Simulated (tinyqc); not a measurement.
Raising U: Hubbard ring of 6 sites, mean field against exact. Computed by the program tinyqc. Collinear unrestricted mean field (the lowest of 40 random starts) against exact diagonalisation.

one-body matrix (hopping and site energies) (eV):
```
         1        2        3        4        5        6
1   0.0000  -1.3800   0.0000   0.0000   0.0000  -1.3800
2  -1.3800   0.0000  -1.3800   0.0000   0.0000   0.0000
3   0.0000  -1.3800   0.0000  -1.3800   0.0000   0.0000
4   0.0000   0.0000  -1.3800   0.0000  -1.3800   0.0000
5   0.0000   0.0000   0.0000  -1.3800   0.0000  -1.3800
6  -1.3800   0.0000   0.0000   0.0000  -1.3800   0.0000
```

electrons, up and down: 3  3

Exact and mean-field results (eV):
```
U            U/t     E exact  E mean field  mean |n_up - n_down|  double occupancy, exact  first gap in the sector
0.6900    0.5000  -10.039781    -10.005000                0.0000                   0.2332                   2.5257
1.3800    1.0000   -9.109598     -8.970000                0.0000                   0.2161                   2.2856
2.7600    2.0000   -7.465050     -6.900000                0.0000                   0.1808                   1.8120
5.5200    4.0000   -5.062815     -3.914124                0.7578                   0.1111                   1.0630
8.2800    6.0000   -3.654954     -2.687695                0.8914                   0.0637                   0.6694
11.0400   8.0000   -2.826421     -2.038685                0.9384                   0.0391                   0.4810
16.5600  12.0000   -1.931803     -1.370551                0.9724                   0.0186                   0.3129
27.6000  20.0000   -1.176460     -0.825940                0.9900                   0.0070                   0.1877
```

Estimate the missing row, U = 4.14.

Computed row:
```
U          U/t    E exact  E mean field  mean |n_up - n_down|  double occupancy, exact  first gap in the sector
4.1400  3.0000  -6.118028     -5.038769                0.5539                   0.1446                   1.3919
```

In absolute terms mean field is worst at U/t = 4.0, 1.149 eV too high: at small U it is nearly exact, and at large U it misses only exchange-scale energies. Its local moments set in at U/t = 3.0 of those listed, a broken symmetry that the exact state of a finite cluster with equal spins does not have. Relative to the exact energy its error is 0.3 % at the smallest U, 30 % at most and 30 % at the largest. The double occupancy falls from 0.233 to 0.007; at the largest U the first gap is 0.68 times the exchange scale 4t^2/U.
